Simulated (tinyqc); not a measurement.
Empirical pseudopotential in a few plane waves, step by step. One step of it, computed by the program tinyqc.

Question. Levels at k. Diagonalise the Hermitian matrix.

H(k) at k (eV), order +0+0+0, -1-1-1, -1-1+1, -1+1-1, -1+1+1, +1-1-1, +1-1+1, +1+1-1, +1+1+1, -2+0+0, +0-2+0, +0+0-2, +0+0+2, +0+2+0, +2+0+0:
```
[[1.409961, 2.029963, -2.029963, -2.029963, -2.029963, -2.029963, -2.029963, -2.029963, 2.029963, 0.000000, 0.000000, 0.000000, 0.000000, 0.000000, 0.000000],
 [2.029963, 16.636319, 0.000000, 0.000000, -0.244902, 0.000000, -0.244902, -0.244902, 0.000000, -2.029963, -2.029963, -2.029963, -0.336724, -0.336724, -0.336724],
 [-2.029963, 0.000000, 12.459947, 0.244902, 0.000000, 0.244902, 0.000000, 0.000000, -0.244902, -2.029963, -2.029963, 0.336724, 2.029963, -0.336724, -0.336724],
 [-2.029963, 0.000000, 0.244902, 10.197745, 0.000000, 0.244902, 0.000000, 0.000000, -0.244902, -2.029963, 0.336724, -2.029963, -0.336724, 2.029963, -0.336724],
 [-2.029963, -0.244902, 0.000000, 0.000000, 6.021372, 0.000000, 0.244902, 0.244902, 0.000000, 2.029963, -0.336724, -0.336724, -2.029963, -2.029963, 0.336724],
 [-2.029963, 0.000000, 0.244902, 0.244902, 0.000000, 22.900878, 0.000000, 0.000000, -0.244902, 0.336724, -2.029963, -2.029963, -0.336724, -0.336724, 2.029963],
 [-2.029963, -0.244902, 0.000000, 0.000000, 0.244902, 0.000000, 18.724506, 0.244902, 0.000000, -0.336724, 2.029963, -0.336724, -2.029963, 0.336724, -2.029963],
 [-2.029963, -0.244902, 0.000000, 0.000000, 0.244902, 0.000000, 0.244902, 16.462304, 0.000000, -0.336724, -0.336724, 2.029963, 0.336724, -2.029963, -2.029963],
 [2.029963, 0.000000, -0.244902, -0.244902, 0.000000, -0.244902, 0.000000, 0.000000, 12.285931, -0.336724, -0.336724, -0.336724, -2.029963, -2.029963, -2.029963],
 [0.000000, -2.029963, -2.029963, -2.029963, 2.029963, 0.336724, -0.336724, -0.336724, -0.336724, 12.546954, 0.244902, 0.244902, -0.244902, -0.244902, 0.000000],
 [0.000000, -2.029963, -2.029963, 0.336724, -0.336724, -2.029963, 2.029963, -0.336724, -0.336724, 0.244902, 25.250088, 0.244902, -0.244902, 0.000000, -0.244902],
 [0.000000, -2.029963, 0.336724, -2.029963, -0.336724, -2.029963, -0.336724, 2.029963, -0.336724, 0.244902, 0.244902, 22.987886, 0.000000, -0.244902, -0.244902],
 [0.000000, -0.336724, 2.029963, -0.336724, -2.029963, -0.336724, -2.029963, 0.336724, -2.029963, -0.244902, -0.244902, 0.000000, 14.635141, 0.244902, 0.244902],
 [0.000000, -0.336724, -0.336724, 2.029963, -2.029963, -0.336724, 0.336724, -2.029963, -2.029963, -0.244902, 0.000000, -0.244902, 0.244902, 12.372939, 0.244902],
 [0.000000, -0.336724, -0.336724, -0.336724, 0.336724, 2.029963, -2.029963, -2.029963, -2.029963, 0.000000, -0.244902, -0.244902, 0.244902, 0.244902, 25.076072]]
```

Give: eigenvalues.

Answer.

eigenvalues (eV): [-0.918, 4.509, 8.522, 9.126, 10.929, 13.599, 13.667, 16.230, 16.816, 17.489, 18.452, 21.976, 24.748, 26.015, 28.808]
